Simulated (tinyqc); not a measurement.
# Planar ballistic transistor, top-of-the-barrier model: several studies

At the top of the source barrier, states moving towards the drain are filled by the source (Fermi level 0) and states moving back by the drain (Fermi level -q Vd); nothing scatters. U is the shift of the band edge there, set by the capacitances CG, CD and CS (the total) and by the charge. Parabolic two-dimensional band; the source is grounded.

Parameters, values chosen for the exercise; mass and valleys close to those of a monolayer dichalcogenide: temperature T = 250 K; effective mass m = 0.496 m0; valley degeneracy gv = 2; relative permittivity of the gate insulator eox = 9; insulator thickness tox = 1.2 nm; gate control CG/CS aG = 0.95; drain control CD/CS aD = 0.023; band edge at the barrier top above the source Fermi level at zero bias E0 = 0.15 eV; drain voltage Vd = 0.1 V.

Constants: q = 1.602176634e-19 C, kB = 1.380649e-23 J/K, hbar = 1.054571817e-34 J s, m0 = 9.1093837015e-31 kg, Vt = kB T/q, eps0 = 8.8541878128e-14 F/cm where lengths are in cm. Results are converted to the units shown.

Each table varies one quantity; the others keep the values above.

## Transfer curve

N0 = gv m kB T/(pi hbar^2), CG = eps0 eox/tox, vT = sqrt(2 kB T/(pi m)), CS = CG/aG, n0 = n at U = 0 and Vd = 0. eta1 = -(E0 + U)/Vt, eta2 = eta1 - Vd/Vt, n = (N0/2)[F_0(eta1) + F_0(eta2)], F_0(x) = ln(1 + exp x). U = UL + q (n - n0)/CS with UL = -(aG Vg + aD Vd), energies in eV. I = q (N0/2) vT [F_(1/2)(eta1) - F_(1/2)(eta2)] per width, F_(1/2)(x) = (2/sqrt(pi)) int_0^infinity u^(1/2)/(1 + exp(u - x)) du. CQ = (q/Vt) dn/d(eta1).

Result of one run:
```
Vg (V)    eta1  n (cm^-2)  I (uA/um)  mean velocity I/(q n) (cm/s)  CQ/CS
0.26    0.3522   4.010e12      493.2                       7.677e6  2.853
```

What becomes of these results when the gate voltage Vg is changed from 0.26 to 0.17 V, all else the same?

Result of the changed run:
```
Vg (V)     eta1  n (cm^-2)  I (uA/um)  mean velocity I/(q n) (cm/s)  CQ/CS
0.17    -0.9376   1.492e12      171.0                       7.154e6  1.354
```

The whole series:
```
Vg (V)     eta1  n (cm^-2)  I (uA/um)  mean velocity I/(q n) (cm/s)     CQ/CS
0        -6.852    4.762e9     0.5220                       6.842e6  0.005064
0.09     -3.091   2.003e11      22.09                       6.883e6    0.2085
0.17    -0.9376   1.492e12      171.0                       7.154e6     1.354
0.26     0.3522   4.010e12      493.2                       7.677e6     2.853
0.35      1.260   6.887e12      909.6                       8.244e6     3.855
0.44      2.023   9.900e12       1390                       8.763e6     4.517
0.52      2.636   1.264e13       1850                       9.134e6     4.995
0.61      3.270   1.577e13       2378                       9.409e6     5.536
0.7       3.852   1.896e13       2891                       9.517e6     6.133
```

The current rises from 0.522 to 2890 uA/um. Between the first two rows the swing is 55.3 mV a decade, against Vt ln 10/aG = 52.2. CQ/CS goes from 0.0051 to 6.1, so a volt on the gate moves the band edge by 0.95 eV in the first row and 0.13 eV in the last: the gate charge is limited by the insulator. The mean velocity rises from 6.84e6 to 9.52e6 cm/s.

## Effect of the effective mass

Same model as above.

CQ = (q/Vt) dn/d(eta1). E0 is held fixed.

In this table Vg = 0.5 V, Vd = 0.5 V.

Effect of the effective mass:
```
m (m0)   eta1  n (cm^-2)  I (uA/um)  mean velocity I/(q n) (cm/s)   CQ/CS
0.02    13.11   2.360e12       3602                       9.527e7  0.1915
0.032   11.96   3.443e12       3974                       7.204e7  0.3064
0.05    10.56   4.753e12       4135                       5.430e7  0.4787
0.08    8.846   6.368e12       4027                       3.947e7  0.7659
0.13    6.959   8.143e12       3618                       2.773e7   1.244
0.2     5.357   9.650e12       3086                       1.996e7   1.906
0.32    3.829   1.109e13       2460                       1.385e7   2.999
0.5     2.644   1.220e13       1928                       9.860e6   4.470
0.8     1.650   1.314e13       1480                       7.030e6   6.426
```

Read the table: what changes, and by how much?

As m goes from 0.02 to 0.8 m0, n rises from 2.36e12 to 1.31e13 cm^-2, the mean velocity falls from 9.53e7 to 7.03e6 cm/s and the current goes from 3600 through a maximum of 4140 (at m = 0.05 m0 among the rows listed) to 1480 uA/um. CQ/CS goes from 0.19 to 6.4. A light mass gives fast carriers but too few states, a heavy one charge but slow carriers, hence the maximum between.

## Effect of the band edge at the barrier top above the source Fermi level at zero bias

Same model as above.

CQ = (q/Vt) dn/d(eta1).

In this table Vg = 0.5 V, Vd = 0.5 V.

Effect of the band edge at the barrier top above the source Fermi level at zero bias:
```
E0 (eV)     eta1  n (cm^-2)  I (uA/um)  mean velocity I/(q n) (cm/s)  CQ/CS
0.1        3.100   1.403e13       2332                       1.037e7  4.544
0.15       2.663   1.219e13       1937                       9.919e6  4.439
0.2        2.229   1.041e13       1581                       9.483e6  4.287
0.25       1.781   8.644e12       1253                       9.049e6  4.064
0.3        1.308   6.907e12      954.2                       8.623e6  3.738
0.35      0.7940   5.209e12      685.0                       8.208e6  3.271
0.4       0.2069   3.579e12      448.2                       7.814e6  2.619
0.45     -0.5205   2.082e12      248.7                       7.458e6  1.770
```

As E0 goes from 0.1 to 0.45 eV, n falls from 1.40e13 to 2.08e12 cm^-2, the mean velocity falls from 1.04e7 to 7.46e6 cm/s and the current falls from 2330 to 249 uA/um. CQ/CS goes from 4.5 to 1.8.

Numbers from tinyqc (`OMP_NUM_THREADS=1 python tinyqc.py 2400143 2400144 out.jsonl`; about 0.01 s on one thread of a shared Intel Xeon 2.30GHz).
